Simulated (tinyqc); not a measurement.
Depth of the trap: trap in a gate oxide as a short-range spherical well.

Energies from the conduction edge of the channel. The trap level at depth x is E_T = dEc - Et - e Fox x (1 MV/cm = 0.01 eV/angstrom). An electron at the channel edge tunnels with the WKB exponent S = (4/3) sqrt(m/c) [dEc^(3/2) - (dEc - e Fox x)^(3/2)]/(e Fox), c = hbar^2/2m0; tau = t0 exp(S); the occupation is f = 1/(1 + exp((E_T - EF)/kB T)), tau_c = tau/f and tau_e = tau/(1 - f). Lattice relaxation is left out; a level below the channel edge needs phonons as well, so tau is then a lower bound, while a level above it can also empty elastically at its own energy, through a thinner barrier, faster than this tau.

Constants: hbar^2/2m0 = 3.80998211 eV angstrom^2; kB = 8.617333262e-05 eV/K.

Values chosen for the exercise (near those of SiO2 on Si; shifted at random, so the results belong to these values and not to a real crystal):

| symbol | value | unit | meaning |
|---|---|---|---|
| dEc | 3.13 | eV | conduction offset to the channel |
| m | 0.456 | m0 | mass |
| Fox | 4.6 | MV/cm | oxide field, lowering levels away from the channel |
| t0 | 19 | x 1e-11 s | time constant at the interface |
| T | 300 | K | temperature |
| EF | -0.1 | eV | Fermi level above the channel edge |
| ds | (3, 6, 9, 12, 15, 18) | angstrom | depths |

Et = 2.71080 eV

Each depth has its own level and time; the corner frequency is 1/(2 pi tau).

Results:

| x (angstrom) | E_T (eV) | S | tau (s) | corner (Hz) | f |
|---|---|---|---|---|---|
| 3 | 0.281 | 3.63 | 7.2e-09 | 2.2e+07 | 0.000 |
| 6 | 0.143 | 7.18 | 2.5e-07 | 6.4e+05 | 0.000 |
| 9 | 0.005 | 10.64 | 8.0e-06 | 2.0e+04 | 0.017 |
| 12 | -0.133 | 14.02 | 0.00023 | 6.8e+02 | 0.781 |
| 15 | -0.271 | 17.31 | 0.0063 | 25 | 0.999 |
| 18 | -0.409 | 20.51 | 0.15 | 1.0 | 1.000 |

tau spans 7.3 decades, one decade for each 1.95 angstrom at the start and 2.16 at the end, where the field has thinned the barrier. Traps spread evenly in depth are thus spread nearly evenly in ln tau; if levels near EF exist at every depth, this sums to 1/f noise and to charging that grows as ln t. With the single Et of this table only depths where f is neither 0 nor 1 contribute. The level crosses EF between 9 and 12 angstrom.

(tinyqc, `OMP_NUM_THREADS=1 python tinyqc.py 1282125 1282126 out.jsonl`, Intel(R) Xeon(R) Processor @ 2.30GHz, 1 thread, shared host, about 0.01 s.)
